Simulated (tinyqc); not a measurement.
Screening length from the swing.

Inverse problem. In a simple model of a Schottky-barrier transistor a barrier thinner than d = 4.9 nm is transparent, so the effective barrier is pn - psi (1 - exp(-d/lam)) and the swing beyond flat band is Vt ln 10/(1 - exp(-d/lam)). Find the thermionic swing, lam, and the effective barrier at psi = 0.2 V.

Values chosen for this exercise: temperature T = 250 K; barrier for electrons at both contacts pn = 0.87 eV.

Constants: q = 1.602176634e-19 C, kB = 1.380649e-23 J/K, Vt = kB T/q. Results are converted to the units shown.

swing in the tunnelling range = 75.693262 mV/decade

Answer. The ratio of the two swings is 1 - exp(-d/lam).

Vt ln 10 = 49.61 mV/decade
lam = 4.600 nm
effective barrier = 0.7389 eV

Program tinyqc, `OMP_NUM_THREADS=1 python tinyqc.py 2390018 2390019 out.jsonl`; Intel Xeon 2.30GHz, shared host, one thread, about 0.04 s.
